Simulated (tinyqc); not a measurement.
Signal and retention of a DRAM cell: two steps of the calculation.

A stored one starts at Vd and leaks: Cs dV/dt = -I(V), I = a sqrt((V + Vb)/(Vd + Vb)) + b, with a = Ig exp[-(Eg1 q/kB)(1/T - 1/T0)] (generation in a depletion layer) and b = Is exp[-(Es q/kB)(1/T - 1/T0)]. The bit line is precharged to Vd/2, and charge sharing gives the signal (V - Vd/2) Cs/(Cs + Cb).

Parameters, values chosen for the exercise: array voltage Vd = 1.2 V; cell capacitance Cs = 7 fF; bit-line capacitance Cb = 26 fF; smallest signal that the sense amplifier resolves dm = 39 mV; deviation of ln(retention time) over the cells sg = 0.88; cells Nc = 1.72e10; refresh interval tr = 32 ms.

Constants: q = 1.602176634e-19 C. Results are converted to the units shown.

Problem 1. Signal and margin. The cell fails below Vc = Vd/2 + dm (Cs + Cb)/Cs.

Give: transfer ratio; signal of a fresh one; Vc; charge that may be lost; the same in electrons.

Solution 1.

transfer ratio = 0.2121
signal of a fresh one = 127.3 mV
Vc = 0.7839 V
charge that may be lost = 2.913 fC
the same in electrons = 1.818e4

Problem 2. Failing cells. This time is the median of a log-normal spread: failing cells = Nc erfc(z/sqrt 2)/2, z = ln(t/tr)/sg. One failure is expected at the interval where that count equals 1.

retention time = 0.34399129 s

Give: z; failing cells; interval for one failure.

Solution 2.

z = 2.699
failing cells = 5.986e7
interval for one failure = 1.185 ms

The weakest cell of the array lies about 6.44 deviations out, a factor of 290 below the median; the chosen interval is longer than that time.

Range of the model: Real arrays also hold a tail of unusually leaky cells and cells whose retention varies in time, which this model lacks.

Computed by the program tinyqc: `OMP_NUM_THREADS=1 python tinyqc.py 2130005 2130006 out.jsonl`, one thread of a shared Intel Xeon 2.30GHz, about 0.01 s for the whole run.
